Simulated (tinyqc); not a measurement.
# Thermal, flicker and telegraph noise of a field-effect transistor, step by step

A worked calculation. Computed by tinyqc, a small Python program that keeps every step. Command: `OMP_NUM_THREADS=1 python tinyqc.py 3021810 3021811 out.jsonl noise walk`. One thread of a shared host (Intel(R) Xeon(R) Processor @ 2.30GHz), about 0.01 s of CPU time with the checks. Intermediate numbers are printed to about 6 digits and carried at full precision; extremes and crossings named in words are read from the listed rows.

Strong inversion, threshold roll-off and channel-length modulation left out; noise sources are uncorrelated and are given as one-sided spectral densities.

Inputs (values chosen for the exercise, modelled on a high-k silicon transistor): width W = 27 micrometre; length L = 1200 nm; electrical oxide thickness t = 3.8 nm; mobility mu = 130 cm^2/(V s); saturation velocity v_s = 0.71 1e7 cm/s; overdrive V_ov = 0.45 V; thermal noise factor gamma = 0.667; oxide trap density N_t = 2.7e+17 1/(eV cm^3); oxide barrier phi = 2.1 eV; oxide mass m_ox = 0.39 m_0; Hooge parameter alpha_H = 4.2e-05; frequency f = 50 Hz; temperature T = 300 K.

Operating region: saturation. Flicker model: Hooge.

Constants: eps_0 = 8.8541878128e-12 F/m; hbar = 1.054571817e-34 J s; m_0 = 9.1093837015e-31 kg; e = 1.602176634e-19 C; k_B = 8.617333262e-05 eV/K; k_B = 1.380649e-23 J/K.

## Operating point

C_ox = 3.9 eps_0/t; V_c = 2 v_s L/mu; I = W C_ox v_s V_ov^2/(V_ov + V_c); g_m = W C_ox v_s V_ov (V_ov + 2 V_c)/(V_ov + V_c)^2; g_d0 = mu C_ox (W/L) V_ov.

C_ox = 0.908719 microfarad/cm^2

drain current I = 260.190 microampere

g_m = 1137.21 microsiemens

g_d0 = 1196.10 microsiemens

## Flicker noise

Tunnelling length lambda = hbar/(2 sqrt(2 m_ox phi)); flat-band noise S_Vfb = e^2 k_B T lambda N_t/(W L C_ox^2 f). Hooge: S_I = I^2 alpha_H/(f N), N = W L C_ox V_ov/e (the source-end density).

tunnelling length lambda = 1.07842 angstrom

S_Vfb = 1.44442e-13 V^2/Hz

flicker S_I = 6.87677e-20 A^2/Hz

flicker S_I/I^2 = 1.01579e-12 1/Hz

## Thermal noise and corner

Thermal: S_I = 4 k_B T gamma g_d0; input-referred S_V = S_I/g_m^2; corner f_c where flicker equals thermal. Total input noise from 1 Hz to f_c: sqrt(S_V,thermal [f_c ln(f_c/1 Hz) + f_c - 1 Hz]).

thermal S_I = 1.32178e-23 A^2/Hz

input-referred thermal noise = 3.19697 nV/sqrt(Hz)

corner frequency f_c = 260133 Hz

input noise up to f_c = 5.98416 microvolt

full shot noise 2eI over thermal S_I = 6.30773

At f the noise is flicker dominated (f_c/f = 5200).

## How many traps?

Active traps per decade of time constant: N_dec = N_t k_B T W L lambda ln(10); a single trap at the interface shifts the threshold by e/(W L C_ox) and the current by g_m times that; tunnelling depth for frequency f, z = lambda ln(1/(2 pi f tau_0)), tau_0 = 1e-10 s.

traps per decade = 56.1575

threshold step of one trap = 5.44171e-04 mV

current step of one trap = 2.37840e-04 %

depth probed at f = 1.86308 nm

With several traps per decade their Lorentzians merge into 1/f.

## Telling the models apart

The formulas are those given above.

Against the overdrive:
```
V_ov (V)  I (microampere)  (g_m/I)^2 (1/V^2)  S_I/I^2 (1/Hz)  S_I/g_m^2 (V^2/Hz)
0.20                52.36            98.5028     2.28552e-12         2.32026e-14
0.25                81.51            62.8078     1.82842e-12         2.91113e-14
0.32               132.85            38.1371     1.42845e-12         3.74556e-14
0.40               206.34            24.2652     1.14276e-12         4.70947e-14
0.50               320.04            15.4175     9.14208e-13         5.92968e-14
0.63               503.29             9.6212     7.25562e-13         7.54126e-14
0.80               801.64             5.8957     5.71380e-13         9.69154e-14
1.00              1234.80             3.7215     4.57104e-13         1.22828e-13
```

S_I/I^2 falls as V_ov^-1.00 at first and V_ov^-1.00 at the end; (g_m/I)^2 as V_ov^-2.02 and V_ov^-2.06. S_I/I^2 follows 1/N, so the input-referred noise rises by a factor 5.29, roughly as V_ov.

Checks made by the program: g_m against a numerical derivative of I (relative difference below 1e-10).
